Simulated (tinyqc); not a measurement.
# Changing the net doping N

Model: two-band model of a narrow-gap semiconductor with electrons and holes. Computed by tinyqc, a small Python program. Command: `OMP_NUM_THREADS=1 python tinyqc.py 3020780 3020781 out.jsonl bipolar sweep`. One thread of a shared host (Intel(R) Xeon(R) Processor @ 2.30GHz), about 0.08 s of CPU time with the checks.

Two parabolic bands with acoustic scattering (r = -1/2, a = 0), a gap that does not change with T, and fully ionised dopants. Melting is ignored, so values above the melting point are formal, and kappa_L does not change with T. eta_n = (E_F - E_c)/(k_B T), eta_p = -eta_n - E_g/(k_B T).

Inputs (values chosen for the exercise, modelled on Bi2Te3): electron mass m_n = 0.94 m_0; hole mass m_p = 1.1 m_0; electron mobility parameter mu_300,n = 480 cm^2/(V s); hole mobility parameter mu_300,p = 390 cm^2/(V s); temperature exponent p = 1.5; band gap E_g = 0.14 eV; lattice thermal conductivity kappa_L = 0.79 W/(m K); temperature T = 620 K.

Doping: n-type.

Constants: k_B = 8.617333262e-05 eV/K; m_0 = 9.1093837015e-31 kg; k_B = 1.380649e-23 J/K; hbar = 1.054571817e-34 J s; e = 1.602176634e-19 C.

Method:
- With x = E/(k_B T), a = alpha k_B T (0 for a parabolic band), G = x (1 + a x), D = 1 + 2 a x and <y> = int y f (1 - f) dx, f = 1/(1 + exp(x - eta)): tau = tau_0 G^r/D; transport function s = G^(3/2 + r)/D^2; n = N_0 <G^(3/2)> with N_0 = (2 m k_B T)^(3/2)/(3 pi^2 hbar^3).
- Integrals over x = E/(k_B T) use 160 Gauss-Legendre points in u = sqrt(x) from 0 to sqrt(max(eta, 0) + 32).
- Neutrality: n - p = N, with n = N_0(m_n) <x^(3/2)> at eta_n and p = N_0(m_p) <x^(3/2)> at eta_p.
- sigma = e mu_0 N_0 <s> with mu_0 = e tau_0/m = mu_300 (T/300 K)^(-p); |S| = (k_B/e)(<x s>/<s> - eta); Lorenz number L = (k_B/e)^2 (<x^2 s>/<s> - (<x s>/<s>)^2); kappa_e = L sigma T; zT = S^2 sigma T/(kappa_L + kappa_e).
- Hall factor r_H = <x^(3/2)> <x^(1/2)>/<s>^2.
- Both bands together (these totals replace the one-band zT): sigma = sigma_n + sigma_p; S = (sigma_p |S_p| - sigma_n |S_n|)/sigma; kappa_bip = (sigma_n sigma_p/sigma)(|S_n| + |S_p|)^2 T; kappa_e = (L_n sigma_n + L_p sigma_p) T; zT = S^2 sigma T/(kappa_L + kappa_e + kappa_bip); weak-field R_H = (r_p sigma_p^2/p - r_n sigma_n^2/n)/(e sigma^2), where the Hall factors r_n and r_p are <x^(3/2)> <x^(1/2)>/<s>^2.

One run for each value; columns: (1) net doping N (1/cm^3); (2) Seebeck coefficient S (microvolt/K); (3) zT; (4) bipolar thermal conductivity (W/(m K)); (5) conductivity sigma (S/cm); (6) Hall coefficient R_H (cm^3/C):
```
(1)          (2)     (3)    (4)   (5)      (6)
1.60e+17   -20.5  0.0035  3.457   644  -0.0386
4.40e+17   -22.0  0.0040  3.455   644  -0.0399
1.20e+18   -26.0  0.0056  3.446   646  -0.0433
3.20e+18   -36.4  0.0110  3.418   650  -0.0520
8.80e+18   -63.7  0.0357  3.294   670  -0.0735
2.40e+19  -117.7  0.1552  2.757   776  -0.1046
6.50e+19  -150.0  0.4937  1.477  1254  -0.0860
1.80e+20  -112.3  0.4918  0.422  2700  -0.0366
4.80e+20   -64.5  0.1762  0.060  5642  -0.0135
```

Describe and explain the trends.

Over the rows, Seebeck coefficient S (microvolt/K) goes from -20.5 through a minimum among these rows, -150 at 6.50e19, to -64.5; zT goes from 0.00345 through a maximum among these rows, 0.494 at 6.50e19, to 0.176; bipolar thermal conductivity (W/(m K)) falls from 3.46 to 0.0602 (exponent d ln y / d ln x -8.0e-4 between the first rows and -2.0 between the last). Heavier doping suppresses the minority band but lowers the single-band |S|; only doping far below the intrinsic density gives the intrinsic values.

Extremes, crossings and ranges named in words are read from the listed rows.
